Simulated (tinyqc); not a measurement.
# Worked calculation: gate-all-around wire, scale length and short-channel effects

tinyqc, about 0.01 s, one thread, Intel Xeon 2.30GHz (shared host): `OMP_NUM_THREADS=1 python tinyqc.py 2420109 2420110 out.jsonl` Printed values are rounded.

A round wire of diameter ts in an insulator shell of thickness ti under a surrounding gate. Below threshold the potential that source and drain add obeys Laplace's equation and vanishes on the gate. Its lowest mode decays along the channel as exp(-k y); k is the smallest positive root of the matching condition at the interface, and the scale length is Lambda = pi/k.

Inputs (values chosen for the exercise); permittivities: semiconductor close to that of silicon, insulator close to that of zirconium oxide:
```
symbol,value,unit,meaning
T,300,K,temperature
eps_r,11.6,,relative permittivity of the semiconductor
ei,24.7,,relative permittivity of the insulator
ti,4.3,nm,insulator thickness
ts,6,nm,wire diameter
L,15,nm,channel length
Vbi,0.9,V,potential of the source
sT,0.57,V,potential of the barrier top at threshold
VTL,0.35,V,long-channel threshold
m,1,,long-channel body factor
Vds,0.5,V,drain voltage
```

Constants: q = 1.602176634e-19 C, kB = 1.380649e-23 J/K, Vt = kB T/q. Results are converted to the units shown.

## Scan of the matching condition

k, point 0 to 7 (1/nm): 0.05875  0.1175  0.17625  0.235  0.29375  0.3525  0.41125  0.47

f(k) = ei J0(u)[J1(u) Y0(v) - Y1(u) J0(v)] - eps_r J1(u)[J0(u) Y0(v) - Y0(u) J0(v)], u = k ts/2, v = u + k ti.

f(k), point 0 to 7: 85.8055  38.0054  20.3624  10.7300  4.7496  0.9737  -1.2598  -2.3519

The first change of sign lies between k = 0.3525 and 0.41125 1/nm.

## Iteration 1: decay constant by Newton steps

k at the start = 0.3525 1/nm

f(k) = ei J0(u)[J1(u) Y0(v) - Y1(u) J0(v)] - eps_r J1(u)[J0(u) Y0(v) - Y0(u) J0(v)], u = k ts/2, v = u + k ti; f' by a central difference with +/- 1e-5 1/nm; k(new) = k - f/f'.

f = 0.973680
f' = -49.7818 nm
k after iteration 1 = 0.372059 1/nm

## Iteration 2: decay constant by Newton steps

As before.

f = 0.0816620
f' = -41.5686 nm
k after iteration 2 = 0.374023 1/nm

## Course of the iteration: decay constant by Newton steps

Stop when k changes by less than 1e-10 1/nm, or after 30 iterations.

Course of the iteration:
```
iteration  k (1/nm)  |change| (1/nm)
1          0.372059           0.0196
2          0.374023          1.96e-3
3          0.374042          1.88e-5
4          0.374042          1.72e-9
5          0.374042                0
```

Converged in 5 iterations. At the end the number of correct digits about doubles with each step.

## Scale length against simple estimates

k = 0.374042 1/nm

Lambda = pi/k and l = 1/k. A parabolic potential across the structure gives l(parabolic) = sqrt([2 eps_r ts^2 ln(1 + 2 ti/ts) + ei ts^2]/(16 ei)).

Lambda = 8.39903 nm
l = 2.67349 nm
l(parabolic) = 2.03208 nm

The parabolic estimate is 24 % below l.

## Threshold shift, barrier position and swing

Along the channel psi(y) = s + a exp(y/l) + b exp(-y/l) with psi(0) = Vbi, psi(L) = Vbi + Vds and l = 1/k = Lambda/pi; with A = Vbi - s, B = A + Vds, x = exp(-L/l): a = (B - A x) x/(1 - x^2), b = (A - B x)/(1 - x^2). The minimum is s + 2 sqrt(a b), at y = (l/2) ln(b/a). The long-channel potential follows the gate as s = sT + (Vg - VTL)/m, and the threshold VT is the gate voltage at which the minimum equals sT. Swing = m Vt ln 10/g at threshold, g = d(minimum)/ds = 1 - (b x + a)/((1 + x) sqrt(a b)).

s at threshold = 0.497437 V
a = 0.00329690 V
b = 0.399266 V
position of the minimum = 6.41190 nm
VT = 0.277437 V
swing = 68.4728 mV/decade

The threshold lies 72.6 mV below the long-channel value, and the barrier top sits at 0.43 L from the source.
